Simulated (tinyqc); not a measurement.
Inside a calculation. Method: Hueckel theory of the pi electrons with the omega technique, for the molecule c1ccc2ccccc2c1 (SMILES; centres numbered as the heavy atoms are written). One step of it, computed by the program tinyqc.

Task: Energy, charges, bond orders. E = sum n x; q_r = z_r - P_rr; bond order p = P_rs; free valence = sqrt(3) - sum of p over the bonds of the atom.

x values: [2.302776, 1.618034, 1.302776, 1.000000, 0.618034, -0.618034, -1.000000, -1.302776, -1.618034, -2.302776]

occupations: [2.000000, 2.000000, 2.000000, 2.000000, 2.000000, 0.000000, 0.000000, 0.000000, 0.000000, 0.000000]

charge and bond-order matrix P:
```
            1C         2C         3C         4C         5C         6C         7C         8C
1C    1.000000   0.603165   0.000000  -0.240883   0.000000   0.155952   0.000000  -0.169863
2C    0.603165   1.000000   0.724564   0.000000  -0.169863   0.000000   0.155952   0.000000
3C    0.000000   0.724564   1.000000   0.554700   0.000000  -0.169863   0.000000   0.084932
4C   -0.240883   0.000000   0.554700   1.000000   0.554700   0.000000  -0.240883   0.000000
5C    0.000000  -0.169863   0.000000   0.554700   1.000000   0.724564   0.000000  -0.362282
6C    0.155952   0.000000  -0.169863   0.000000   0.724564   1.000000   0.603165   0.000000
7C    0.000000   0.155952   0.000000  -0.240883   0.000000   0.603165   1.000000   0.724564
8C   -0.169863   0.000000   0.084932   0.000000  -0.362282   0.000000   0.724564   1.000000
9C    0.000000  -0.240883   0.000000   0.518233   0.000000  -0.240883   0.000000   0.554700
10C   0.724564   0.000000  -0.362282   0.000000   0.084932   0.000000  -0.169863   0.000000

            9C        10C
1C    0.000000   0.724564
2C   -0.240883   0.000000
3C    0.000000  -0.362282
4C    0.518233   0.000000
5C    0.000000   0.084932
6C   -0.240883   0.000000
7C    0.000000  -0.169863
8C    0.554700   0.000000
9C    1.000000   0.554700
10C   0.554700   1.000000
```

Centres:
```
centre  z_r, pi electrons of the neutral centre         h
1C                                            1  0.000000
2C                                            1  0.000000
3C                                            1  0.000000
4C                                            1  0.000000
5C                                            1  0.000000
6C                                            1  0.000000
7C                                            1  0.000000
8C                                            1  0.000000
9C                                            1  0.000000
10C                                           1  0.000000
```

Bonds:
```
i    j  k
1    2  1
2    3  1
3    4  1
4    5  1
5    6  1
6    7  1
7    8  1
8    9  1
9   10  1
10   1  1
9    4  1
```

Give: pi energy = 10 alpha + this times beta; pi charges; Bond orders and lengths from R = 1.517 - 0.180 p; free valence of the carbons; gap between the highest filled and the next level.

Result:

pi energy = 10 alpha + this times beta = 13.6832

pi charges: 1C 0.0000, 2C 0.0000, 3C 0.0000, 4C 0.0000, 5C 0.0000, 6C 0.0000, 7C 0.0000, 8C 0.0000, 9C 0.0000, 10C 0.0000

Bond orders and lengths from R = 1.517 - 0.180 p (angstrom, C-C alone):
```
bond       p       R
1-2   0.6032  1.4084
2-3   0.7246  1.3866
3-4   0.5547  1.4172
4-5   0.5547  1.4172
5-6   0.7246  1.3866
6-7   0.6032  1.4084
7-8   0.7246  1.3866
8-9   0.5547  1.4172
9-10  0.5547  1.4172
10-1  0.7246  1.3866
9-4   0.5182  1.4237
```

free valence of the carbons: 1C 0.4043, 2C 0.4043, 3C 0.4528, 4C 0.1044, 5C 0.4528, 6C 0.4043, 7C 0.4043, 8C 0.4528, 9C 0.1044, 10C 0.4528

gap between the highest filled and the next level = 1.2361 |beta|
